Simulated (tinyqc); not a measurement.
# Doping and barrier from two capacitances

Question. A Schottky diode on a uniformly doped n-type layer obeys (A/C)^2 = 2 (Vbi - V - Vt)/(q eps0 eps_r Nd) in reverse bias, with phiB = Vbi + Vt ln(Nc/Nd) and image force ignored. Find Nd, Vbi and phiB.

Values chosen for this exercise; band and dielectric values close to those of 4H silicon carbide: temperature T = 300 K; relative permittivity eps_r = 9.78; conduction-band density of states at T Nc = 1.68e19 cm^-3; diode area A = 0.00012 cm^2.

Constants: q = 1.602176634e-19 C, kB = 1.380649e-23 J/K, Vt = kB T/q, eps0 = 8.8541878128e-14 F/cm where lengths are in cm. Results are converted to the units shown.

C at V = -0.2 and -6.1 V (pF): [7.9650536, 3.3918064]

Solution. The slope of (A/C)^2 against -V gives Nd, the intercept Vbi - Vt, and the Fermi-level depth Vt ln(Nc/Nd) is added for the barrier.

Nd = 8.30e16 cm^-3
Vbi = 1.13 V
phiB = 1.27 eV

Computed by the program tinyqc: `OMP_NUM_THREADS=1 python tinyqc.py 2020061 2020062 out.jsonl`, one thread of a shared Intel Xeon 2.30GHz, about 0.04 s for the whole run.
